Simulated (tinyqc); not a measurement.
Inside a calculation. Model: donor binding, ionisation and the Mott limit.

Program tinyqc, `OMP_NUM_THREADS=1 python tinyqc.py 2330103 2330104 out.jsonl`; Intel Xeon 2.30GHz, shared host, one thread, about 0.02 s. Printed values are rounded.

Hydrogenic donor: Ry = (m0 q^3/(8 eps0^2 h^2)) me/eps_r^2 in eV, E0 = cc Ry, radius a = q/(8 pi eps0 eps_r E0), Mott density Nm = (0.26/a)^3. Below Nm the level sinks as Ed = E0 [1 - (N/Nm)^(1/3)]. Neutrality: Nc F12(eta) = N/(1 + 2 exp(eta + Ed/kB T)), F12(x) = (2/sqrt(pi)) int_0^infinity sqrt(u)/(1 + exp(u - x)) du.

Values chosen for this exercise; band and dielectric values close to those of 4H silicon carbide:
```
symbol,value,unit,meaning
T,77,K,temperature
eps_r,9.55,,relative permittivity
me,0.373,m0,"mass in the hydrogenic formula, set independently of Nc"
Nc,2.18e18,cm^-3,conduction-band density of states at 77 K
cc,1.8,,ratio of the true binding energy to the hydrogenic one
N,2.8e17,cm^-3,donor density
```

Constants: q = 1.602176634e-19 C, kB = 1.380649e-23 J/K, eps0 = 8.8541878128e-12 F/m, h = 6.62607015e-34 J s, m0 = 9.1093837015e-31 kg, Vt = kB T/q. Results are converted to the units shown.

Range of the model: A sharp level with degeneracy 2 overstates freeze-out near Nm, where the impurity band broadens and merges with the conduction band.

## Binding energy, radius and Mott density

The mean spacing of the donors is N^(-1/3).

Ry = 55.6446 meV
E0 = 100.160 meV
a = 0.752702 nm
Nm = 4.12145e19 cm^-3
spacing over a = 20.3075
Ed = 81.1903 meV

## Ionisation

Solve the neutrality equation for eta. Boltzmann form: with k = (Nc/2) exp(-Ed/kB T) the ionised share is [-k + sqrt(k^2 + 4 k N)]/(2 N).

eta = -7.49281
ionised share = 0.433637 %
n = 1.21418e15 cm^-3
ionised share, Boltzmann form = 0.433679 %

With the level held at E0 the share would be 0.104 %.
